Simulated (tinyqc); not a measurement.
# Electron mobility in a silicon inversion layer, empirical terms and Matthiessen rule: effect of the temperature

Inversion layer of sheet density Ns on a uniformly doped body, under a high-permittivity gate with an interlayer. The mobility terms are empirical power laws with prefactors chosen for the exercise; adding their inverses (Matthiessen) is itself an approximation.

Nc and Nv are given at 300 K and scale as (T/300 K)^1.5; Eg is fixed. ni = sqrt(Nc Nv) exp(-Eg/(2 Vt)), Eg in volts; Ndep = sqrt(2 eps0 eps_r Nb (2 Vt ln(Nb/ni) + Vsb)/q); E = q (Ndep + eta Ns)/(eps0 eps_r), in MV/cm. With t = T/(300 K): muC = Ac (Ns/1e12 cm^-2) t/(Nb/1e17 cm^-3 + Nit/1e11 cm^-2), muP = Ap E^(-1/3) t^(-1.75), muS = As E^(-gs), muR = Ar exp(2 ti/lr)/t; 1/mu is the sum of the inverses.

Inputs (values chosen for the exercise); material values close to those of silicon:
- Eg = 1.1 eV (band gap)
- eps_r = 11.7 (relative permittivity of the semiconductor)
- Nc = 2.78e19 cm^-3 (conduction-band density of states at the reference temperature)
- Nv = 2.64e19 cm^-3 (valence-band density of states at the reference temperature)
- Nb = 5.6e16 cm^-3 (body doping)
- Vsb = 0 V (reverse body bias)
- eta = 0.5 (weight of the inversion charge in the effective field)
- Ap = 475 cm^2/(V s) (phonon-limited mobility at 1 MV/cm and 300 K)
- As = 841 cm^2/(V s) (roughness-limited mobility at 1 MV/cm)
- gs = 2 (exponent of the roughness term)
- Ac = 2000 cm^2/(V s) (Coulomb prefactor)
- Nit = 1.6e12 cm^-2 (charge at the interface)
- Ar = 320 cm^2/(V s) (remote-phonon mobility without interlayer)
- ti = 1 nm (interlayer thickness)
- lr = 0.9 nm (decay length of remote phonons)
- Ns = 3e12 cm^-2 (inversion density)

Constants: q = 1.602176634e-19 C, kB = 1.380649e-23 J/K, Vt = kB T/q, eps0 = 8.8541878128e-14 F/cm where lengths are in cm. Results are converted to the units shown.

Effect of the temperature:
```
T (K),E (MV/cm),muC (cm^2/(V s)),muP (cm^2/(V s)),muS (cm^2/(V s)),muR (cm^2/(V s)),mu (cm^2/(V s))
120,0.3636,144.9,3308,6360,7382,133.4
160,0.3606,193.2,2005,6466,5537,166.4
200,0.3574,241.5,1361,6584,4429,190.4
250,0.3530,301.9,924.7,6749,3543,207.3
300,0.3483,362.3,675.1,6934,2953,211.7
350,0.3431,422.7,518.1,7143,2531,207.0
400,0.3376,483.1,412.3,7378,2215,196.8
450,0.3317,543.5,337.5,7646,1969,183.8
```

What does the comparison show?

As T goes from 120 to 450 K, E falls from 0.364 to 0.332 MV/cm and mu goes from 133 through a maximum of 212 (at T = 300 K among the rows listed) to 184 cm^2/(V s). The smallest term is the Coulomb one in the first row and the phonon one in the last. Coulomb scattering weakens and phonon scattering grows with T, hence the maximum. For T = 120 to 160 K dopant freeze-out and degenerate screening, left out here, matter.

Program tinyqc, `OMP_NUM_THREADS=1 python tinyqc.py 2510054 2510055 out.jsonl`; Intel Xeon 2.30GHz, shared host, one thread, about 0.01 s.
